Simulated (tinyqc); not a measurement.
## Threshold spread from leakage statistics

Question. VT is Gaussian with standard deviation s and Ioff goes as exp(-VT/(n Vt)), so Ioff is log-normal: mean/median = exp(w^2/2) with w = s/(n Vt). Find w, s, the relative standard deviation sqrt(exp(w^2) - 1) and the share of devices that leak more than the mean, erfc(w/(2 sqrt(2)))/2.

Parameters, values chosen for the exercise: temperature T = 325 K; subthreshold factor n = 1.49.

Constants: q = 1.602176634e-19 C, kB = 1.380649e-23 J/K, Vt = kB T/q. Results are converted to the units shown.

mean/median of the off current = 4.5130075

Solution. w = sqrt(2 ln(mean/median)); the mean lies w/2 standard deviations out in ln Ioff.

w = 1.736
s = 72.45 mV
relative standard deviation = 4.401
share above the mean = 19.27 %

Computed by the program tinyqc: `OMP_NUM_THREADS=1 python tinyqc.py 2090107 2090108 out.jsonl`, one thread of a shared Intel Xeon 2.30GHz, about 0.02 s for the whole run.
